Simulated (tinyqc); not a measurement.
Hydrogen passivation of interface dangling bonds: competing passivation and dissociation with distributed barriers: one step, computed by the program tinyqc. Command: `OMP_NUM_THREADS=1 python tinyqc.py 3027274 3027275 out.jsonl passiv walk`. One thread of a shared host (Intel(R) Xeon(R) Processor @ 2.30GHz), about 0.02 s of CPU time with the checks.

P_b + H2 gives P_bH + H at the rate k_f [H2]; P_bH gives P_b + H at the rate k_d. All defects start unpassivated. E_f and E_d are Gaussian and independent.

Problem. Distributed barriers. [H2] = solubility factor x p; a = k_f0 [H2] exp(-E_f/(k_B T)), d = k_d0 exp(-E_d/(k_B T)). For one pair of barriers the active share is y = [d + a exp(-(a + d) t)]/(a + d). Temperatures in kelvin are T(C) + 273.15. Average y over both Gaussians with 40 x 40 Gauss-Hermite points. Active density N0 y; threshold shift if each active defect holds one charge, e N0 y t_ox/(3.9 eps_0).

Inputs (values chosen for the exercise, close to those used for P_b centres at the silicon-oxide interface):
```
quantity                                      value          unit
defect density N0                           3.3e+12        1/cm^2
passivation prefactor k_f0                  1.8e-07        cm^3/s
mean passivation barrier E_f                   1.62            eV
spread sigma_f                                0.087            eV
dissociation prefactor k_d0                 3.3e+12           1/s
mean dissociation barrier E_d                  2.56            eV
spread sigma_d                                0.087            eV
H2 in the oxide per atm, solubility factor  1.5e+18  1/(cm^3 atm)
hydrogen pressure p                            0.05           atm
anneal temperature T                            425             C
anneal time t                                   630             s
oxide thickness                                   8            nm
```

Constants: k_B = 8.617333262e-05 eV/K; e = 1.602176634e-19 C; eps_0 = 8.8541878128e-12 F/m.

Give: active share y; active density; threshold shift.

Solution.

active share y = 0.02958

active density = 9.762e+10 1/cm^2

threshold shift = 36.23 mV
